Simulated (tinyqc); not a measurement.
Stretching all distances: RHF, UHF, MP2, CISD and CCSD against full CI in the sto-3g basis, for BeH2, spin multiplicity 1. Computed by the program tinyqc with PySCF. All coordinates are multiplied by the scale. c0^2 is the weight of the RHF determinant in the lowest singlet FCI state (UHF is spin-contaminated and may lie near states of higher spin) and n(LUMO) the first natural occupation beyond the occupied space.

Geometry (angstrom):
```
atom       x        y       z
Be    0.0000   0.0000  0.0000
H     0.0000   1.2410  0.0760
H     0.0000  -1.3390  0.0820
```

Full CI energy (hartree) and errors against it (kcal/mol):
```
scale   distance 1-2 (angstrom)      E(FCI)      RHF      UHF      MP2     CISD    CCSD  <S^2> UHF    c0^2  n(LUMO)
0.9700                   1.2060  -15.589583  20.1686  20.1686   6.5619   0.3997  0.2176     0.0000  0.9757   0.0242
1.1800                   1.4671  -15.569750  28.6321  28.6321  10.5539   0.8474  0.3979     0.0000  0.9569   0.0493
1.4000                   1.7407  -15.498387  43.4687  43.4687  18.0709   2.2025  0.9439     0.0000  0.9137   0.1083
1.6200                   2.0142  -15.422309  66.5001  47.8900  30.5040   5.7415  2.4343     0.8520  0.8248   0.2364
1.8300                   2.2753  -15.368357  98.5206  35.7840  48.7000  12.3611  4.7732     1.2079  0.6601   0.4812
```

What does the comparison show, and why?

UHF parts from RHF first at scale 1.62 of those listed, where <S^2> leaves zero. The weight c0^2 goes from 0.98 to 0.66 and n(LUMO) from 0.02 to 0.48: static correlation grows as the bonds break into open-shell fragments. The spread of the error along the curve, which distorts its shape, is CCSD 4.6, CISD 12.0, UHF 27.7, MP2 42.1, RHF 78.4 kcal/mol. The table stops here: at scale 2.04 and beyond, the reference weight falls under 0.45 or RHF, UHF or CCSD hop between solutions, so those rows were left out and the spreads given cover only the rows shown. As computed, partly on other solutions, the errors there reach in size RHF 237, UHF 31, MP2 85, CISD 22, CCSD 4 kcal/mol.
